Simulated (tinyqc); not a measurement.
Weibull analysis of times to dielectric breakdown, with area scaling: one step of the calculation.

Breakdown times follow F(t) = 1 - exp(-(t/t63)^beta). The 12 times below were drawn at random from beta = 2.2, t63 = 69 s and are treated as data; all samples failed.

Question. Likelihood estimate of beta. Maximum likelihood: a(beta) = 1/beta with a = sum t^beta ln t/sum t^beta - mean ln t. Newton step: beta(new) = beta - [a - 1/beta]/[v + 1/beta^2], v the variance of ln t under the weights t^beta.

t, i 1 to 12 (s): 25.3  28.6  38.8  58.6  59.7  62.1  70.4  75.3  76.2  76.8  78.9  139
beta after iteration 1 = 2.4344697

Find: beta after iteration 2.

Answer.

beta after iteration 2 = 2.439

Numbers from tinyqc (`OMP_NUM_THREADS=1 python tinyqc.py 2070125 2070126 out.jsonl`; about 0.01 s on one thread of a shared Intel Xeon 2.30GHz).
